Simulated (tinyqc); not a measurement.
UHF in the 6-31g basis, for H-, spin multiplicity 1, step by step. The basis has no diffuse functions, so it cannot describe the extra electron: this is an exercise in the method, not the real anion. One step of it, computed by the program tinyqc.

Question. Iteration 1: building the Fock matrix. J_ij = sum D_kl (ij|kl) with D = D(alpha) + D(beta), K_ij = sum D_kl (ik|jl) for each spin; F = H + J - K(s); E = tr D H + tr D J / 2 - 0.5 sum_s tr D(s) K(s) + E_nn.

D(alpha) at the start, order 1H 1s, 1H 2s:
```
[[1.196670, -0.167102],
 [-0.167102, 0.023334]]
```

D(beta) at the start, order 1H 1s, 1H 2s:
```
[[0.310043, -0.709641],
 [-0.709641, 1.624259]]
```

core Hamiltonian H = T + V (hartree), order 1H 1s, 1H 2s:
```
[[-0.257552, -0.482576],
 [-0.482576, -0.398935]]
```

Two-electron integrals (ij|kl) in chemists' order, unique and non-zero (hartree):
```
(11|11) 1.076566   (21|11) 0.578470   (21|21) 0.329423   (22|11) 0.587396
(22|21) 0.361304   (22|22) 0.453150
```

nuclear repulsion = 0 hartree

Give: Coulomb J; exchange K(alpha); exchange K(beta); F(alpha); F(beta); total energy of this density.

Answer.

Coulomb J (hartree), order 1H 1s, 1H 2s:
```
[[1.576, 0.889],
 [0.889, 0.998]]
```

exchange K(alpha) (hartree), order 1H 1s, 1H 2s:
```
[[1.103, 0.547],
 [0.547, 0.284]]
```

exchange K(beta) (hartree), order 1H 1s, 1H 2s:
```
[[0.048, 0.116],
 [0.116, 0.325]]
```

F(alpha) (hartree), order 1H 1s, 1H 2s:
```
[[0.215, -0.141],
 [-0.141, 0.315]]
```

F(beta) (hartree), order 1H 1s, 1H 2s:
```
[[1.270, 0.291],
 [0.291, 0.274]]
```

total energy of this density = 0.26917 hartree
